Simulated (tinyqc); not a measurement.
## Abrupt p-n junction, non-linear Poisson equation by Newton steps: effect of temperature

One dimension, p side on the left, n side on the right; net doping C = -Na for x < 0 and +Nd for x > 0. The potential psi is counted from the intrinsic level, and the quasi-Fermi potentials are flat: 0 for holes and -V for electrons, so n = ni exp((psi + V)/Vt) and p = ni exp(-psi/Vt) (Boltzmann statistics, full ionisation, no current). Under reverse bias this makes the minority densities vanishingly small everywhere; they play no part in the charge.

Nc and Nv are given at 325 K and scale as (T/325 K)^1.5; Eg and eps_r are held fixed and ionisation stays complete. ni = sqrt(Nc Nv) exp(-Eg/(2 Vt)), Eg in volts. Depletion approximation: Vbi = Vt ln(Na Nd/ni^2), W = sqrt(2 eps0 eps_r (Vbi - V)(1/Na + 1/Nd)/q), xp = W Nd/(Na + Nd), xn = W Na/(Na + Nd), peak field 2 (Vbi - V)/W, capacitance eps0 eps_r/W. Exact first integral for an abrupt junction with thick neutral sides: psi_p = -Vt ln(Na/ni), psi_n = Vt ln(Nd/ni) - V, psi_j = (Nd psi_n + Na psi_p - Vt (Nd - Na))/(Na + Nd) at the junction, n_j = ni exp((psi_j + V)/Vt), p_j = ni exp(-psi_j/Vt), and E_j^2 = (2 q/(eps0 eps_r)) [Nd (psi_n - psi_j - Vt) + Vt (n_j + p_j)] (minority densities of the neutral sides neglected).

Values chosen for this exercise; band and dielectric values those of a made-up semiconductor:

| symbol | value | unit | meaning |
|---|---|---|---|
| Eg | 1.21 | eV | band gap |
| eps_r | 7.95 |  | relative permittivity |
| Nc | 8.4e17 | cm^-3 | conduction-band density of states at the reference temperature |
| Nv | 2.35e19 | cm^-3 | valence-band density of states at the reference temperature |
| Na | 1.3e18 | cm^-3 | acceptor density of the p side |
| Nd | 7.3e16 | cm^-3 | donor density of the n side |
| V | -1.9 | V | bias of the p side against the n side |

Constants: q = 1.602176634e-19 C, kB = 1.380649e-23 J/K, Vt = kB T/q, eps0 = 8.8541878128e-14 F/cm where lengths are in cm. Results are converted to the units shown.

The same in every row: share of W on the n side (%) = 94.68.

Results:
```
T (K)  ni (cm^-3)  Vbi (V)  W (nm)  peak field, depletion (kV/cm)  peak field, exact (kV/cm)
200          1219    1.143   196.7                          309.4                      307.7
240       5.568e5    1.118   195.9                          308.2                      306.1
280       4.582e7    1.092   195.0                          306.8                      304.4
320       1.286e9    1.064   194.1                          305.4                      302.6
360      1.757e10    1.035   193.2                          303.9                      300.7
400      1.446e11    1.005   192.2                          302.3                      298.9
480      3.544e12   0.9408   190.0                          299.0                      295.0
```

Estimate the missing row, T = 440 K.

Computed row:
```
T (K)  ni (cm^-3)  Vbi (V)  W (nm)  peak field, depletion (kV/cm)  peak field, exact (kV/cm)
440      8.229e11   0.9732   191.1                          300.7                      297.0
```

With this row back in the table: ni rises from 1220 to 3.54e12 cm^-3, while Vbi falls from 1.14 to 0.941 V, on average -0.722 mV/K; W falls from 197 to 190 nm. The depletion field is 0.57 % above the exact one in the first row and 1.3 % above it in the last.

tinyqc, about 0.03 s, one thread, Intel Xeon 2.30GHz (shared host): `OMP_NUM_THREADS=1 python tinyqc.py 2000115 2000116 out.jsonl`
